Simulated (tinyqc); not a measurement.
Inside a calculation. Method: Hubbard ring of 6 sites. Computed by tinyqc, a small Python program that keeps every step. Settings: hopping = 1.22, U = 3.1, mixing = 1, iteration cap = 53. Command: `OMP_NUM_THREADS=1 python tinyqc.py 26740 26741 out.jsonl` (the two numbers bound the seeds that draw the settings). One thread of a shared host (Intel(R) Xeon(R) Processor @ 2.60GHz), about 0.2 s of CPU time with the checks. Later iterations appear only in the table of the cycle.

## Mean-field iteration 1

one-body matrix (hopping and site energies) (eV), lower triangle:
```
           1          2          3          4          5         6
1  -0.300000
2  -1.220000  -0.040000
3   0.000000  -1.220000   0.280000
4   0.000000   0.000000  -1.220000   0.520000
5   0.000000   0.000000   0.000000  -1.220000  -0.510000
6  -1.220000   0.000000   0.000000   0.000000  -1.220000  0.090000
```

U = 3.100000 eV

electrons, up and down: 3  3

mixing = 1

n(up) at the start (a guess, not normalised): 1 0.950000, 2 0.050000, 3 0.950000, 4 0.050000, 5 0.950000, 6 0.050000

n(down) at the start (a guess): 1 0.050000, 2 0.950000, 3 0.050000, 4 0.950000, 5 0.050000, 6 0.950000

H(up) = T + U n(down), H(down) = T + U n(up); fill the lowest levels; n(new) = n + mixing (n(out) - n); E = tr T (rho up + rho down) + U sum n_up n_down of the output.

levels, up (eV): -1.422533  -0.646032  -0.170984  3.404062  3.653908  4.521579

levels, down (eV): -1.208026  -0.316375  0.011951  3.078597  3.406388  4.367465

energy = -4.890061 eV

n(up) after iteration 1: 1 0.854754, 2 0.168435, 3 0.827744, 4 0.132478, 5 0.873969, 6 0.142621

n(down) after iteration 1: 1 0.192817, 2 0.830468, 3 0.162038, 4 0.781809, 5 0.226887, 6 0.805980

## Mean-field iteration 2

As before.

levels, up (eV): -1.172323  -0.259770  0.071938  3.121458  3.300050  4.278649

levels, down (eV): -1.076321  -0.083167  0.167107  2.931233  3.187441  4.213706

energy = -5.059334 eV

n(up) after iteration 2: 1 0.801112, 2 0.224377, 3 0.767157, 4 0.187326, 5 0.817082, 6 0.202946

n(down) after iteration 2: 1 0.247336, 2 0.777400, 3 0.210682, 4 0.727827, 5 0.277754, 6 0.759001

## Convergence

Each step fills the lowest levels of T + U n(other spin) and sets n(new) = n + mixing (n(out) - n); stop when output and input agree to 1e-8.

Course of the cycle:

| iteration | E (eV) | largest \|n(out) - n(in)\| | mean \|n_up - n_down\| |
|---|---|---|---|
| 1 | -4.89006143 | 1.77e-01 | 0.658241 |
| 2 | -5.05933356 | 6.06e-02 | 0.549859 |
| 3 | -5.11089332 | 4.22e-02 | 0.484426 |
| 4 | -5.13267843 | 2.49e-02 | 0.441021 |
| 5 | -5.14364371 | 1.95e-02 | 0.409244 |
| 6 | -5.14982495 | 1.38e-02 | 0.385314 |
| 7 | -5.15358873 | 1.14e-02 | 0.366295 |
| 8 | -5.15601622 | 8.83e-03 | 0.351047 |
| 9 | -5.15765090 | 7.52e-03 | 0.338367 |
| 10 | -5.15879041 | 6.12e-03 | 0.327818 |
| 11 | -5.15960676 | 5.33e-03 | 0.318793 |
| ... | ... | ... | ... |
| 43 | -5.16229957 | 2.21e-04 | 0.249404 |
| 44 | -5.16230074 | 2.01e-04 | 0.249056 |
| 45 | -5.16230174 | 1.89e-04 | 0.248734 |
| 46 | -5.16230260 | 1.71e-04 | 0.248437 |
| 47 | -5.16230333 | 1.61e-04 | 0.248162 |
| 48 | -5.16230395 | 1.47e-04 | 0.247908 |
| 49 | -5.16230449 | 1.38e-04 | 0.247673 |
| 50 | -5.16230494 | 1.25e-04 | 0.247456 |
| 51 | -5.16230534 | 1.18e-04 | 0.247254 |
| 52 | -5.16230567 | 1.07e-04 | 0.247069 |
| 53 | -5.16230596 | 1.01e-04 | 0.246896 |

Not converged within 53 iterations: the residual falls steadily but slowly, by a factor of about 0.93 a step. The lowest mean-field energy found from random starts is -5.16231 eV. Reruns (cap 100 unless said): mixing 0.2: not converged; mixing 0.5: not converged; mixing 0.9: not converged; the original settings with a cap of 400: converged in 176 (E = -5.16231).

## Exact diagonalisation (400 states)

Lowest levels of the sector, and the double occupancy of the lowest state.

lowest levels (eV): -5.948113  -4.532180  -4.076835  -4.072481  -4.050021  -3.415009

double occupancy per site = 0.164594

## The lowest level by Lanczos steps

From a random start vector (not printed): a_j = <q_j|H|q_j>, b_j = norm of the remainder after orthogonalising; the Ritz value is the lowest eigenvalue of the tridiagonal matrix of a and b so far.

Lanczos:

| j | a_j (eV) | b_j (eV) | lowest Ritz value (eV) |
|---|---|---|---|
| 1 | 1.947245 | 5.474694 | 1.94724532 |
| 2 | 1.746581 | 5.510170 | -3.62870004 |
| 3 | 4.673105 | 5.096263 | -5.37145039 |
| 4 | 6.009702 | 4.898030 | -5.79594761 |
| 5 | 5.572333 | 5.038780 | -5.90124296 |
| 6 | 6.138852 | 5.330945 | -5.93130979 |
| 7 | 5.840301 | 5.296506 | -5.94157042 |
| 8 | 5.185664 | 5.113134 | -5.94567679 |
| 9 | 5.757676 | 5.113521 | -5.94727746 |
| 10 | 5.742323 | 4.539415 | -5.94785574 |
